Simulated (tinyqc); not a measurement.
Delay unit and parasitic delay from two ring oscillators.

Problem. A ring of 31 inverters oscillates at 1/(2 x 31 d), with stage delay d = tau (h + p) for fan-out h. Find tau, p and the delay at fan-out 4.

frequencies of 31-stage ring oscillators with fan-out 1 and 4 (GHz): 1.6752215  0.82341394

Solution. d is a straight line in h with slope tau and intercept tau p.

tau = 3.32 ps
p = 1.90
delay at fan-out 4 = 19.6 ps

tinyqc, about 0.01 s, one thread, Intel Xeon 2.30GHz (shared host): `OMP_NUM_THREADS=1 python tinyqc.py 2082054 2082055 out.jsonl`
